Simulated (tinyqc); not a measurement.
Inside a calculation. Model: size effects in the resistivity of thin metal films and interconnect lines. Computed by tinyqc, a small Python program that keeps every step. Command: `OMP_NUM_THREADS=1 python tinyqc.py 3031724 3031725 out.jsonl size walk`. One thread of a shared host (Intel(R) Xeon(R) Processor @ 2.30GHz), about 0.01 s of CPU time with the checks. Intermediate numbers are printed to about 6 digits and carried at full precision; extremes and crossings named in words are read from the listed rows.

Electrons lose their drift at surfaces (a share 1 - p of the hits) and at grain boundaries (reflection R), besides bulk scattering.

Inputs (values chosen for the exercise, modelled on aluminium):
```
quantity                     value         unit
bulk resistivity rho_b        2.59  microohm cm
bulk mean free path lambda    19.2           nm
specularity p                 0.12            -
grain-boundary reflection R    0.4            -
film thickness h                15           nm
grain size over thickness     0.54            -
```

Geometry: film.

## Grain size

D = (ratio) h.

grain size D = 8.1 nm

## Grain boundaries

Mayadas-Shatzkes: alpha = (lambda/D) R/(1 - R); rho_b/rho = 1 - 3 alpha/2 + 3 alpha^2 - 3 alpha^3 ln(1 + 1/alpha).

alpha = 1.58025

rho/rho_b from grains = 3.15742

The linear estimate 1 + 3 alpha/2 gives 3.370, 7 % high; at large alpha the slope is 4/3.

## Surfaces

Fuchs-Sondheimer film: rho_b/rho = 1 - (3/(2 kappa))(1 - p) int_0^1 (s - s^3)(1 - exp(-kappa/s))/(1 - p exp(-kappa/s)) ds, f = rho/rho_b, kappa = thickness/lambda, 80 Gauss-Legendre points.

kappa = h/lambda = 0.78125

rho/rho_b from surfaces = 1.50629

The thick-film form 1 + 3 (1 - p)/(8 kappa) gives 1.422, a deviation of -5.6 %.

## Resistivity of the film

Both together (Mayadas-Shatzkes film): rho_b/rho = (rho_b/rho of the grains alone) - (6/(pi kappa))(1 - p) int_0^(pi/2) dphi int_0^1 ds (cos^2 phi/H^2)(s - s^3)(1 - exp(-kappa H/s))/(1 - p exp(-kappa H/s)), H = 1 + alpha/(cos phi sqrt(1 - s^2)), 40 x 80 Gauss-Legendre points. Sheet resistance rho/h; additive estimate rho_b (f_surface + f_grain - 1).

resistivity rho = 9.30066 microohm cm

sheet resistance = 6.20044 ohm

additive estimate = 9.48899 microohm cm

error of the additive estimate = 2.02493 %

Adding the two excesses (Matthiessen's rule) is 2.0 % high.

## Exact and approximate surface terms

Thick-film form 1 + 3 (1 - p)/(8 kappa); thin-film form (4/3)((1 - p)/(1 + p))/(kappa ln(1/kappa)).

Rho/rho_b:
```
kappa  h (nm)    exact  thick-film form  thin-film form
0.01    0.192  22.1988           34.000         22.7488
0.02    0.384  12.9788           17.500         13.3897
0.05     0.96   6.6561            7.600          6.9941
0.1      1.92   4.1918            4.300          4.5498
0.2      3.84   2.7747            2.650          3.2546
0.5       9.6   1.7789            1.660               -
1        19.2   1.3950            1.330               -
2        38.4   1.1902            1.165               -
5          96   1.0706            1.066               -
10        192   1.0341            1.033               -
```

The thick-film form is within 5 % down to kappa = 1; at kappa = 0.01 it is 1.53 times the exact value and the thin-film form 1.02 times. The resistivity doubles between 3.84 and 9.60 nm. Rows thinner than about 5 nm only illustrate the formulas.

Checks made by the program: grain-boundary formula against its angular integral 3 int_0^1 c^3/(c + alpha) dc (relative difference below 1e-10); combined formula at alpha -> 0 against Fuchs-Sondheimer (relative difference 9e-08).
